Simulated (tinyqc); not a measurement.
Worked calculation: Luttinger-Kohn k.p, four valence bands. One step of it, computed by the program tinyqc.

Task: Hole masses. E = c [g1 k^2 -/+ 2 sqrt(g2^2 k^4 + 3 (g3^2 - g2^2)(kx^2 ky^2 + ky^2 kz^2 + kz^2 kx^2))] with c = hbar^2/2m, and m* = hbar^2 k^2 / (2 E).

Luttinger parameters chosen for this model; energies are counted downward from the top of the valence band:
```
parameter      value  unit
g1         15.490000
g2          4.790000
g3          5.310000
```

Give: Masses.

Result:

Masses (electron masses):
```
direction  heavy  light
[100]      0.169  0.040
[110]      0.195  0.039
[111]      0.205  0.038
```
